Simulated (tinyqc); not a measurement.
Inside a calculation. Model: growth of a silicide layer between metal and silicon: linear-parabolic kinetics, ramp anneals and Kissinger analysis. Computed by tinyqc, a small Python program that keeps every step. Command: `OMP_NUM_THREADS=1 python tinyqc.py 3009866 3009867 out.jsonl silicide walk`. One thread of a shared host (Intel(R) Xeon(R) Processor @ 2.30GHz), about 0.1 s of CPU time with the checks. Intermediate numbers are printed to about 6 digits and carried at full precision; extremes and crossings named in words are read from the listed rows.

One compound layer of thickness x grows by diffusion through itself and reaction at an interface, dx/dt = 1/(2x/K + 1/v), until the metal is used up at x = a h.

Inputs (values chosen for the exercise, modelled on TiSi2):
```
quantity,value,unit
metal thickness h,43,nm
silicide formed per metal thickness a,2.51,-
silicon consumed per metal thickness b,2.27,-
prefactor of the parabolic constant K,2.4e+10,nm^2/s
activation energy E of K,1.73,eV
prefactor of the interface velocity v,7.9e+10,nm/s
activation energy E_v,1.9,eV
temperature T,710,C
time t,31,s
ramp rate beta,10,C/s
silicide resistivity,61,micro-ohm cm
junction depth x_j,52,nm
```

Constants: k_B = 8.617333262e-05 eV/K.

## Final thickness

The silicide ends at the thickness a h.

final thickness = 107.93 nm

## Geometry at full reaction

Silicon consumed b h, sheet resistance rho/(final thickness) with 1 micro-ohm cm/nm = 10 ohm; margin to the junction x_j - b h.

silicon consumed = 97.61 nm

sheet resistance = 5.65181 ohm/square

margin to the junction = -45.61 nm

The silicide would punch through the junction.

## Isothermal growth

K = K0 exp(-E/(k_B T)), v = v0 exp(-E_v/(k_B T)). Temperatures in kelvin are T(C) + 273.15. x^2/K + x/v = t, so x = (K/(2v)) [sqrt(1 + 4 v^2 t/K) - 1], capped at a h; completion time t_c = (a h)^2/K + a h/v, a h being the final thickness; crossover thickness K/v.

K = 32.5061 nm^2/s

v = 14.3858 nm/s

crossover thickness = 2.25959 nm

thickness at time t = 30.6344 nm

completion time = 365.862 s

28 % has reacted. Diffusion makes up 98 % of the completion time. Caution: a disilicide really forms through metal-rich phases and by nucleation, not as one layer from the metal.

## Ramp anneal

Ramp from x = 0 at 100 C at the rate beta: dx/dT = (1/beta)/(2x/K + 1/v), integrated adaptively (tolerance 1e-9) until x = a h at T_f.

completion temperature T_f = 949.515 C

## Kissinger analysis

Plot ln(beta/T_f^2) against 1/(k_B T_f), T_f in kelvin; minus the least-squares slope estimates the activation energy.

Ramps:
```
beta (C/s),T_f (C),1/(k_B T_f) (1/eV),ln(beta/T_f^2)
0.03,652.60,12.5352,-17.1678
0.1,702.12,11.8987,-16.0680
0.3,751.96,11.3202,-15.0691
1,812.50,10.6891,-13.9799
3,874.01,10.1159,-12.9915
10,949.52,9.4912,-11.9150
30,1027.14,8.9246,-10.9395
```

Kissinger energy = 1.72500 eV

A thousandfold faster ramp raises the completion temperature by only 375 C. The fit gives 1.725 eV, against E = 1.73 eV for diffusion and E_v = 1.9 eV for the interface: diffusion controls. Caution: nucleation and competing phases are left out; disilicides such as CoSi2 and the low-resistance form of TiSi2 start by nucleation and follow this law at best in part.

Checks made by the program: isothermal closed form against integration (relative difference below 1e-10).
